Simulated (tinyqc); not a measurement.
# Gated graphene, quantum capacitance: effect of the Fermi velocity

phi is the Fermi level above the Dirac point, in volts; Vg is counted from the gate voltage of charge neutrality. Ideal linear bands, no charge puddles.

N0 = (2/pi)(kB T/(hbar vF))^2; n = N0 F1(phi/Vt), p = N0 F1(-phi/Vt), F1(e) = int_0^infinity u du/(1 + exp(u - e)) = -Li2(-exp(e)); Cq = q d(n - p)/dphi = (q N0/Vt) ln[2 (1 + cosh(phi/Vt))]. Cox = eps0 eox/tox; Vg = phi + q (n - p + Dit phi)/Cox. 1/C_G = 1/Cox + 1/(Cq + q Dit); dphi/dVg = Cox/(Cox + Cq + q Dit).

Inputs (values chosen for the exercise); values close to those of graphene:
- T = 300 K (temperature)
- eox = 7.37 (relative permittivity of the gate insulator (close to silicon nitride))
- tox = 4.9 nm (insulator thickness)
- Dit = 2.8e12 cm^-2 eV^-1 (density of traps)
- Vg = 0.69 V (gate voltage)

Constants: q = 1.602176634e-19 C, kB = 1.380649e-23 J/K, hbar = 1.054571817e-34 J s, Vt = kB T/q, eps0 = 8.8541878128e-14 F/cm where lengths are in cm. Results are converted to the units shown.

The same in every row: Cox (uF/cm^2) = 1.332.

Result of one run:

| vF (m/s) | phi (V) | n - p (cm^-2) | Cq (uF/cm^2) | C_G (uF/cm^2) | dphi/dVg | n + p (cm^-2) |
|---|---|---|---|---|---|---|
| 1.2e6 | 0.2405 | 3.063e12 | 3.932 | 1.021 | 0.2331 | 3.063e12 |

What becomes of these results when the Fermi velocity vF is changed from 1.2e6 to 1.3e6 m/s, all else the same?

Result of the changed run:

| vF (m/s) | phi (V) | n - p (cm^-2) | Cq (uF/cm^2) | C_G (uF/cm^2) | dphi/dVg | n + p (cm^-2) |
|---|---|---|---|---|---|---|
| 1.3e6 | 0.2544 | 2.909e12 | 3.544 | 0.9986 | 0.2501 | 2.909e12 |

The whole series:

| vF (m/s) | phi (V) | n - p (cm^-2) | Cq (uF/cm^2) | C_G (uF/cm^2) | dphi/dVg | n + p (cm^-2) |
|---|---|---|---|---|---|---|
| 6e5 | 0.1361 | 4.224e12 | 8.915 | 1.166 | 0.1245 | 4.226e12 |
| 7e5 | 0.1564 | 3.997e12 | 7.521 | 1.141 | 0.1432 | 3.998e12 |
| 8e5 | 0.1754 | 3.786e12 | 6.456 | 1.116 | 0.1617 | 3.786e12 |
| 9e5 | 0.1933 | 3.588e12 | 5.618 | 1.092 | 0.1800 | 3.588e12 |
| 1e6 | 0.2100 | 3.402e12 | 4.944 | 1.068 | 0.1980 | 3.402e12 |
| 1.1e6 | 0.2257 | 3.227e12 | 4.392 | 1.044 | 0.2158 | 3.227e12 |
| 1.2e6 | 0.2405 | 3.063e12 | 3.932 | 1.021 | 0.2331 | 3.063e12 |
| 1.3e6 | 0.2544 | 2.909e12 | 3.544 | 0.9986 | 0.2501 | 2.909e12 |
| 1.4e6 | 0.2674 | 2.764e12 | 3.212 | 0.9765 | 0.2667 | 2.764e12 |

As vF goes from 6e5 to 1.4e6, Cq falls from 8.91 to 3.21 uF/cm^2, C_G/Cox falls from 0.875 to 0.733 and n - p falls from 4.22e12 to 2.76e12 cm^-2. Cq exceeds Cox in every row, so the insulator is the tighter limit, though Cq still cuts C_G by up to 27 %.

Numbers from tinyqc (`OMP_NUM_THREADS=1 python tinyqc.py 2200144 2200145 out.jsonl`; about 0.01 s on one thread of a shared Intel Xeon 2.30GHz).
